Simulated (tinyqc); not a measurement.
Luttinger-Kohn k.p, four valence bands, step by step. Computed by tinyqc, a small Python program that keeps every step. Settings: g1 = 7.67, g2 = 3.1, g3 = 3.6. Command: `OMP_NUM_THREADS=1 python tinyqc.py 22714 22715 out.jsonl` (the two numbers bound the seeds that draw the settings). One thread of a shared host (Intel(R) Xeon(R) Processor @ 2.60GHz), about 0.01 s of CPU time with the checks.

## Bloch Hamiltonian at k

Luttinger parameters chosen for this model; energies are counted downward from the top of the valence band:
```
parameter     value  unit
g1         7.670000
g2         3.100000
g3         3.600000
```

k point k (1/angstrom): -0.0120  0.0210  0.0040

P = c g1 k^2, Q = c g2 (kx^2 + ky^2 - 2 kz^2), R = c sqrt3 [-g2 (kx^2 - ky^2) + 2i g3 kx ky], S = 2 c sqrt3 g3 (kx - i ky) kz, c = hbar^2/2m = 3.809982 eV angstrom^2; rows [P+Q, -S, R, 0], [-S*, P-Q, 0, R], [R*, 0, P-Q, S], [0, R*, S*, P+Q]. The path ends lie at |k| = 0.07 1/angstrom.

H(k) at k (eV), lower triangle (Hermitian):
```
                 3/2             1/2             -1/2    -3/2
3/2           0.0241
1/2   0.0023-0.0040i          0.0110
-1/2  0.0061+0.0120i          0.0000           0.0110
-3/2          0.0000  0.0061+0.0120i  -0.0023+0.0040i  0.0241
```

## Levels at k

Diagonalise the Hermitian matrix.

eigenvalues (eV): 0.0019  0.0019  0.0332  0.0332

## Bands along a path

The same steps at evenly spaced points between the labelled ones.

Bands along the path (eV):
```
k             band 1  band 2  band 3  band 4
[111]         0.0088  0.0088  0.2776  0.2776
[111]-G 0.25  0.0049  0.0049  0.1562  0.1562
[111]-G 0.50  0.0022  0.0022  0.0694  0.0694
[111]-G 0.75  0.0005  0.0005  0.0174  0.0174
G             0.0000  0.0000  0.0000  0.0000
G-[100] 0.25  0.0017  0.0017  0.0162  0.0162
G-[100] 0.50  0.0069  0.0069  0.0647  0.0647
G-[100] 0.75  0.0154  0.0154  0.1457  0.1457
[100]         0.0274  0.0274  0.2589  0.2589
```

## Hole masses

E = c [g1 k^2 -/+ 2 sqrt(g2^2 k^4 + 3 (g3^2 - g2^2)(kx^2 ky^2 + ky^2 kz^2 + kz^2 kx^2))] with c = hbar^2/2m, and m* = hbar^2 k^2 / (2 E).

Masses (electron masses):
```
direction   heavy   light
[100]      0.6803  0.0721
[110]      1.4154  0.0683
[111]      2.1277  0.0672
```
